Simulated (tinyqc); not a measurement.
Surface photovoltage measurement of the minority-carrier diffusion length in a wafer: one step, computed by the program tinyqc. Command: `OMP_NUM_THREADS=1 python tinyqc.py 3130031 3130032 out.jsonl spv walk`. One thread of a shared host (Intel(R) Xeon(R) Processor @ 2.30GHz), about 0.01 s of CPU time with the checks.

Low injection, steady light, a depletion layer much thinner than 1/alpha and L. The excess density dn is taken at the front edge of the neutral region; light that reaches the back is lost.

Question. One wavelength. alpha = (84.732/lambda - 76.417)^2 per cm with lambda in micrometre (an empirical fit for silicon between 0.7 and 1.05 micrometre). Thick wafer: dn = Phi L/((S_f + D/L)(L + 1/alpha)). Finite wafer, with s = S_b L/D, w = W/L, a = alpha L: dn = [Phi a/(a^2 - 1)] [a - B - exp(-alpha W)(a - s)/(cosh w + s sinh w)]/(S_f + B D/L), B = (sinh w + s cosh w)/(cosh w + s sinh w). Photovoltage V = (k_B T/e) ln(1 + dn/n_0). Lifetime = L^2/D.

Inputs (values chosen for the exercise, modelled on p-type silicon at room temperature):

| quantity | value | unit |
|---|---|---|
| diffusion length L | 18 | micrometre |
| wafer thickness W | 300 | micrometre |
| diffusivity D | 25.2 | cm^2/s |
| front recombination velocity S_f | 1400 | cm/s |
| back recombination velocity S_b | 20000 | cm/s |
| photon flux entering | 5.2e+11 | 1/(cm^2 s) |
| minority density at the surface barrier scale n_0 | 5.3e+08 | 1/cm^3 |
| temperature T | 298 | K |
| wavelength | 972 | nm |

Constants: k_B = 8.617333262e-05 eV/K.

Give: alpha; penetration depth 1/alpha; dn, thick wafer; B; dn, finite wafer; photovoltage V; lifetime.

Answer.

alpha = 115.69 1/cm

penetration depth 1/alpha = 86.439 micrometre

dn, thick wafer = 5.8196e+06 1/cm^3

B = 1

dn, finite wafer = 5.8196e+06 1/cm^3

photovoltage V = 0.28043 mV

lifetime = 0.12857 microsecond
